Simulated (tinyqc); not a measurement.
Worked calculation: time-domain thermoreflectance: layered heat flow under a modulated pulse train, and what the signal ratio measures. Computed by tinyqc, a small Python program that keeps every step. Command: `OMP_NUM_THREADS=1 python tinyqc.py 3111673 3111674 out.jsonl tdtr walk`. One thread of a shared host (Intel(R) Xeon(R) Processor @ 2.30GHz), about 0.1 s of CPU time with the checks. Intermediate numbers are printed to about 5 digits and carried at full precision; extremes and crossings named in words are read from the listed rows.

Pulses repeat at 80 MHz; heat is laid down at the surface, all layers are isotropic.

Inputs (values chosen for the exercise, modelled on aluminium on sapphire):
```
quantity                                value        unit
metal thickness d                          86          nm
metal conductivity                        170     W/(m K)
metal heat capacity                      2.42  MJ/(m^3 K)
boundary conductance G under the metal     48  MW/(m^2 K)
substrate conductivity kappa             36.3     W/(m K)
substrate heat capacity C                3.07  MJ/(m^3 K)
modulation frequency f                      1         MHz
spot radius w (1/e^2, pump and probe)     7.5  micrometre
delay t                                   140          ps
```

Stack: metal, substrate.

## Length and time scales

Penetration depth sqrt(kappa/(pi f C)); effusivity sqrt(kappa C); cooling time of the metal d C_m/G; Kapitza length kappa/G.

penetration depth = 1.9400 micrometre

effusivity = 10557 W s^(1/2)/(m^2 K)

cooling time of the metal = 4335.8 ps

Kapitza length = 756.25 nm

depth over spot radius = 0.25867

## Impedance at k = 0 and the modulation frequency

For radial wave number k and angular frequency W each layer has u = sqrt(4 pi^2 k^2 + i W C/kappa) and gamma = kappa u. Surface impedance from below: Z = 1/gamma for the substrate; a layer of thickness L maps Z to (Z + tanh(u L)/gamma)/(1 + gamma Z tanh(u L)); a boundary adds 1/G. Take k = 0 and W = 2 pi f.

Z of the substrate = 26.722-26.722i m^2 K/GW

Z at the surface = 44.725-28.507i m^2 K/GW

## Response at the modulation frequency

Response per absorbed watt H(W) = 2 pi int_0^(2/w) Z(k, W) exp(-pi^2 k^2 w^2) k dk by 20 Gauss-Legendre points.

H(2 pi f) = 0.25265-0.13940i K/mW

phase of H(2 pi f) = -28.887 degrees

## Signal at one delay

Signal: X + iY = sum_(m = -M..M) H(2 pi (f + m f_r)) exp(i 2 pi m f_r t) exp(-pi (m/M)^2 x 4), f_r = 80 MHz, M = 4000, with H(-W) the complex conjugate of H(W); V_in = X, V_out = Y, ratio = -V_in/V_out.

V_in = 0.47522 K/mW

V_out = -0.13802 K/mW

ratio -V_in/V_out = 3.4430

## Ratio and sensitivities against delay

Sensitivity S = ln(ratio'/ratio)/ln(1.01) for a rise of one input by 1 %.

Ratio and sensitivities:
```
t (ps)   ratio  S to kappa    S to G    S to d   S to C    S to w
100     3.4689     0.42648  -0.08167  -0.60223  0.27544  -0.27605
200     3.4056     0.42378  -0.09690  -0.58405  0.27254  -0.27497
400     3.2873     0.41821  -0.12502  -0.54471  0.26654  -0.27291
800     3.0740     0.40672  -0.17467  -0.47159  0.25411  -0.26915
1500    2.7584     0.38634  -0.24603  -0.35806  0.23180  -0.26353
2500    2.4004     0.35762  -0.32226  -0.22167  0.19987  -0.25728
4000    2.0030     0.31684  -0.39435  -0.06294  0.15355  -0.25100
```

The largest sensitivity in size at 100 ps is to d (-0.60). At 400 ps an error of 3 % in d passes on as 4 % in kappa.

Checks made by the program: steady rise of a bare substrate, 1/(2 sqrt(pi) w kappa), from the same quadrature (relative difference below 1e-10).
